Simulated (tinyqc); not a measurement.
Millisecond and nanosecond annealing: surface heating, thermal budget and solid-phase regrowth: one step, computed by the program tinyqc. Command: `OMP_NUM_THREADS=1 python tinyqc.py 3024627 3024628 out.jsonl flash walk`. One thread of a shared host (Intel(R) Xeon(R) Processor @ 2.30GHz), about 0.01 s of CPU time with the checks.

A square pulse heats the surface of a thick wafer with constant thermal properties; losses by radiation are neglected and silicon melts at 1414 C.

Question. Peak temperature. Absorbed flux q = (1 - R) fluence/t_p; kappa = k/c. With f(z, t) = (2 q/k) sqrt(kappa t) ierfc(z/(2 sqrt(kappa t))), ierfc(x) = exp(-x^2)/sqrt(pi) - x erfc(x): T = T0 + f(z, t) during the pulse and T0 + f(z, t) - f(z, t - t_p) after it. At the surface the rise at the end of the pulse is 2 q sqrt(t_p/(pi k c)); the fluence that just melts the surface scales with (1414 - T0).

Inputs (values chosen for the exercise, modelled on hot silicon with phosphorus):
```
quantity                      value        unit
incident fluence               8.18      J/cm^2
pulse length t_p            0.00011           s
reflectance R                  0.51           -
thermal conductivity k         0.26    W/(cm K)
heat capacity per volume c     2.36  J/(cm^3 K)
preheat temperature T0          500           C
```

Source: scanned laser.

Give: absorbed flux q; kappa; thermal length sqrt(kappa t_p); peak temperature; fluence at the melting threshold.

Answer.

absorbed flux q = 36438 W/cm^2

kappa = 0.11017 cm^2/s

thermal length sqrt(kappa t_p) = 34.812 um

peak temperature = 1050.5 C

fluence at the melting threshold = 13.581 J/cm^2
